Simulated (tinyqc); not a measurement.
## Front-illuminated p-i-n photodiode, quantum efficiency and bandwidth: efficiency and bandwidth against the diameter

Light enters through a p layer (0 to xp), a depleted layer (xp to xp + wi) and a thick n substrate, decaying as exp(-al x); one pass, no back reflection. Carriers made in the depleted layer are all collected; those in the neutral layers diffuse.

k = al Ln, s = S Ln/Dn, e = exp(-al xp); front layer f1 = (k/(k^2 - 1)) {[s + k - e (s cosh(xp/Ln) + sinh(xp/Ln))]/[s sinh(xp/Ln) + cosh(xp/Ln)] - k e}; depleted layer f2 = e (1 - exp(-al wi)); substrate f3 = e exp(-al wi) al Lp/(1 + al Lp); external efficiency (1 - Rf)(f1 + f2 + f3); responsivity = efficiency q lam/(h c). Drift response for pairs made in the depleted layer, a = al wi, g = 1 - exp(-a), u = 2 pi i f, te = wi/ve, th = wi/vh: electrons He = [g - a (exp(-a) - exp(-u te))/(u te - a)]/(u te g), holes Hh = [g - a (1 - exp(-a - u th))/(a + u th)]/(u th g); C = eps0 eps_r pi (dia/2)^2/wi + Cp; total |He + Hh|/sqrt(1 + (2 pi f RL C)^2), for the current of the depleted layer alone. Limits are the frequencies at which each factor falls to 1/sqrt(2); inverse-square sum (f_transit^-2 + f_RC^-2)^(-1/2); the diffusion currents f1 and f3 are left out of the bandwidth.

Inputs (values chosen for the exercise); values close to those of In0.53Ga0.47As at this wavelength:
```
symbol   value    unit                                         meaning
lam       1310      nm                                      wavelength
al       11700    1/cm                          absorption coefficient
Rf         0.3                           reflectance of the front face
eps_r     14.3                                   relative permittivity
xp        0.17      um                  thickness of the front p layer
wi         2.5      um                 thickness of the depleted layer
Dn          85  cm^2/s   electron diffusion coefficient in the p layer
Ln        0.44      um        electron diffusion length in the p layer
S         4000    cm/s     recombination velocity of the front surface
Lp           2      um  hole diffusion length in the thick n substrate
ve      7.05e6    cm/s                         electron drift velocity
vh      4.74e6    cm/s                             hole drift velocity
RL          50     ohm                                 load resistance
Cp          10      fF                           parasitic capacitance
```

Constants: q = 1.602176634e-19 C, h = 6.62607015e-34 J s, c = 299792458 m/s, eps0 = 8.8541878128e-14 F/cm where lengths are in cm. Results are converted to the units shown.

The same in every row: f2 = 0.7756; f1 + f3 = 0.2024; responsivity (A/W) = 0.7234; transit limit (GHz) = 13.85.

Efficiency and bandwidth against the diameter:
```
dia (um)  RC limit (GHz)  3 dB bandwidth (GHz)  inverse-square sum (GHz)  bandwidth x (1 - Rf) f2 (GHz)
5                  289.5                 13.83                     13.84                          7.508
10                 227.7                 13.82                     13.83                          7.501
20                 122.8                 13.73                     13.76                          7.454
50                 29.08                 12.16                     12.51                          6.605
100                7.806                 6.595                     6.800                          3.581
200                1.988                 1.961                     1.968                          1.065
500               0.3198                0.3197                    0.3197                         0.1736
1000             0.08000               0.08000                   0.08000                        0.04344
```

What does the table show?

As dia goes from 5 to 1000, the responsivity stays at 0.723 A/W and the bandwidth falls from 13.8 to 0.0800 GHz. The RC limit is the lower one for dia = 100, 200, 500, 1000, the transit limit elsewhere. Adding inverse squares of the two limits is within 3.1 % of the full result.

Computed by the program tinyqc: `OMP_NUM_THREADS=1 python tinyqc.py 2250037 2250038 out.jsonl`, one thread of a shared Intel Xeon 2.30GHz, about 0.01 s for the whole run.
